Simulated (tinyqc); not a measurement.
Carrier lifetime of an n-type layer with SRH, radiative, Auger and surface recombination: two steps of the calculation.

Uniform excess density dn = dp (no trapping), n = n0 + dn, p = p0 + dn, Boltzmann statistics, full ionisation. Surfaces enter as a rate 2 S dn/d, which holds while diffusion to them is fast.

Inputs (values chosen for the exercise); band and dielectric values close to those of gallium nitride:
```
symbol     value        unit                                      meaning
T            300           K                                  temperature
B       1.12e-10      cm^3/s                        radiative coefficient
Cn       4.4e-31      cm^6/s            Auger coefficient (two electrons)
Cp       1.4e-31      cm^6/s                Auger coefficient (two holes)
S              0        cm/s  surface recombination velocity (both faces)
d              7          um                             sample thickness
G         6.6e19  cm^-3 s^-1                              generation rate
```

Constants: q = 1.602176634e-19 C, kB = 1.380649e-23 J/K, Vt = kB T/q. Results are converted to the units shown.

Task 1. New dn. With e = n p - ni^2 = dn (n0 + p0 + dn): U_SRH = e/(tp0 (n + n1) + tn0 (p + p1)), U_rad = B e, U_Aug = (Cn n + Cp p) e, U_s = 2 S dn/d. Substitution: tau = dn/U with U the sum, dn(new) = G tau.

dn after iteration 1 = 1.1113081e14 cm^-3
n0 = 4.8e15 cm^-3
p0 = 7.9279582e-36 cm^-3
n1 = 1.2965090e-14 cm^-3
p1 = 2.9351281e-6 cm^-3
tn0 = 3.5460993e-6 s
tp0 = 0.0035460993 s

Find: U_SRH; U_rad; U_Aug; U_s; tau; dn after iteration 2.

Result 1.

U_SRH = 3.1338e16 cm^-3 s^-1
U_rad = 6.1127e19 cm^-3 s^-1
U_Aug = 1.1879e15 cm^-3 s^-1
U_s = 0 cm^-3 s^-1
tau = 1.8171e-6 s
dn after iteration 2 = 1.1993e14 cm^-3

Task 2. Lifetime, shares and quasi-Fermi splitting. tau = dn/U, shares of U, splitting Vt ln(n p/ni^2), radiative efficiency U_rad/U.

converged dn = 1.1971681e14 cm^-3
ni = 1.9507486e-10 cm^-3
n0 = 4.8e15 cm^-3
p0 = 7.9279582e-36 cm^-3
n1 = 1.2965090e-14 cm^-3
p1 = 2.9351281e-6 cm^-3
tn0 = 3.5460993e-6 s
tp0 = 0.0035460993 s

Find: tau; shares; quasi-Fermi splitting.

Result 2.

tau = 1.8139e-6 s
shares (%): SRH 0.051, radiative 99.947, Auger 0.002, surface 0.000
quasi-Fermi splitting = 2.9281 V

Radiative recombination takes the largest share. dn is 0.025 times the doping: low injection.

tinyqc, about 0.01 s, one thread, Intel Xeon 2.30GHz (shared host): `OMP_NUM_THREADS=1 python tinyqc.py 2300153 2300154 out.jsonl`
